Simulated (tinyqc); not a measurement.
Ballistic Schottky-barrier transistor with a two-dimensional channel, WKB contacts: one step of the calculation.

Source Fermi level 0, drain Fermi level -Vd. Far from the contacts Ec = pn - psi, and the gate moves psi one to one; the band edges relax as exp(-x/lam) from pn at the source and pn - Vd at the drain; Ev = Ec - Eg. A carrier of energy w inside the channel band meets at a contact a barrier of height D (the contact edge beyond the channel edge): T = 1 for w >= D, else exp(-S), S = 4 lam sqrt(m/C) [sqrt(D - w) - sqrt(w) arctan sqrt((D - w)/w)], C = hbar^2/(2 m0). The two contacts combine as Ts Td/(Ts + Td - Ts Td).

Task. Current of the holes on a coarse grid. I/W = g (2 q^2/h) int T(w) [N(Es + w) - N(Ed + w)] dw with w the energy of motion along the channel, N(y) = (1/2 pi) sqrt(pi m kB T/C) Fm(-y/kB T), Fm(x) = (1/sqrt(pi)) int_0^infinity u^(-1/2)/(1 + exp(u - x)) du. Electrons: Ds = psi, Dd = psi - Vd, Es = Ec, Ed = Ec + Vd. Holes: Ds = -psi, Dd = Vd - psi, Es = -Ev, Ed = -Ev - Vd. The size of each current is taken; both flow from drain to source and add. Simpson's rule on nE equally spaced w from 0 to wm.

Values chosen for this exercise; channel values close to those of a black phosphorus layer: temperature T = 300 K; band gap Eg = 0.413 eV; barrier for electrons at both contacts pn = 0.28 eV; hole mass mp = 0.15 m0; valleys or subbands g = 1; screening length at the contacts lam = 3.3 nm; drain bias Vd = 0.1 V; band shift psi of the channel by the gate ps = -0.07 V; upper end of the grid wm = 0.35 eV; points of the grid nE = 17.

Constants: q = 1.602176634e-19 C, kB = 1.380649e-23 J/K, hbar = 1.054571817e-34 J s, h = 6.62607015e-34 J s, m0 = 9.1093837015e-31 kg, Vt = kB T/q, hbar^2/(2 m0) = 0.0380998212 eV nm^2. Results are converted to the units shown.

Find: w; Ts; Td; T; size of the supply difference; current.

Result.

```
point  w (eV)        Ts        Td         T  size of the supply difference (1/um)
0      0.0000  9.784e-4  2.042e-5  2.000e-5                                 102.3
1      0.0219    0.1410  0.004442  0.004325                                 72.69
2      0.0437    0.5310   0.02690   0.02628                                 44.46
3      0.0656    0.9636   0.08887   0.08858                                 23.63
4      0.0875     1.000    0.2118    0.2118                                 11.35
5      0.1094     1.000    0.4044    0.4044                                 5.136
6      0.1313     1.000    0.6486    0.6486                                 2.258
7      0.1531     1.000    0.8893    0.8893                                0.9789
8      0.1750     1.000     1.000     1.000                                0.4219
9      0.1969     1.000     1.000     1.000                                0.1814
10     0.2188     1.000     1.000     1.000                               0.07790
11     0.2406     1.000     1.000     1.000                               0.03343
12     0.2625     1.000     1.000     1.000                               0.01435
13     0.2844     1.000     1.000     1.000                              0.006156
14     0.3063     1.000     1.000     1.000                              0.002641
15     0.3281     1.000     1.000     1.000                              0.001133
16     0.3500     1.000     1.000     1.000                              4.863e-4
```

current = 18.88 uA/um

Range of the model: No scattering, image-force lowering, channel charge or band-to-band tunnelling; parabolic kappa overstates S deep in the gap.

Computed by the program tinyqc: `OMP_NUM_THREADS=1 python tinyqc.py 2390025 2390026 out.jsonl`, one thread of a shared Intel Xeon 2.30GHz, about 0.3 s for the whole run.
